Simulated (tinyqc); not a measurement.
# Exponent and activation energy from three stresses

Inverse problem. Oxide breakdown follows t63 = a V^(-n) exp(Ea q/(kB T)). Find n, Ea and the E-model slope gamma = n/E (cm/MV) at the higher voltage, E = V/tox.

Inputs (values chosen for the exercise):
- tox = 5.6 nm (oxide thickness)

Constants: q = 1.602176634e-19 C, kB = 1.380649e-23 J/K. Results are converted to the units shown.

t63 at (4.3 V, 373 K), (5.74 V, 373 K) and (5.74 V, 398 K) (s): 6529.3830  1.0326092  0.18495703

Answer. The two voltages give n and the two temperatures Ea.

n = 30.3
Ea = 0.880 eV
gamma = 2.96 cm/MV

Computed by the program tinyqc: `OMP_NUM_THREADS=1 python tinyqc.py 2070055 2070056 out.jsonl`, one thread of a shared Intel Xeon 2.30GHz, about 0.01 s for the whole run.
